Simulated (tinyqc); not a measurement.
Kinetic Monte Carlo and master equation for a particle on a ring of sites with traps and bias: one step, computed by the program tinyqc. Command: `OMP_NUM_THREADS=1 python tinyqc.py 3025003 3025004 out.jsonl kmc walk`. One thread of a shared host (Intel(R) Xeon(R) Processor @ 2.30GHz), about 0.06 s of CPU time with the checks.

5 sites on a ring, numbered 1 to 5. The saddle between i and i+1 lies at E0 + s b_i and site i at s eps_i; a force F tilts the landscape, with the saddle half-way.

Problem. Steady state. Master equation dP/dt = W P, W_(i+1,i) = k right, W_(i-1,i) = k left, columns summing to zero. The steady state is its null vector; drift v = a sum P_i (k right - k left). D = a^2 lambda''(0)/2, where lambda(q) is the leading eigenvalue of W with right hops weighted by exp(q) and left hops by exp(-q). The slowest relaxation rate is minus the real part of the next eigenvalue of W. 1 angstrom = 1e-8 cm.

Inputs (values chosen for the exercise, for a model defect): temperature T = 690 K; site spacing a = 2.6 angstrom.

Disorder: random barriers.

Rates, shares of right hops and mean stays:
```
site,k right (1/s),k left (1/s),share right,mean stay (s)
1,912877,1277888,0.4166933,4.564615e-07
2,5337466,380718,0.9334198,1.748807e-07
3,928360,2226003,0.2943098,3.170212e-07
4,3877561,387175,0.9092148,2.344811e-07
5,3064095,1617146,0.6545476,2.136186e-07
```

Constants: k_B = 8.617333262e-05 eV/K.

Give: occupations P_i; drift velocity v; diffusivity D; slowest relaxation rate.

Solution.

occupations P_i: [0.2786, 0.1480, 0.2660, 0.1265, 0.1808]

drift velocity v = 0.02574 cm/s

diffusivity D = 8.907e-10 cm^2/s

slowest relaxation rate = 1.616e+06 1/s
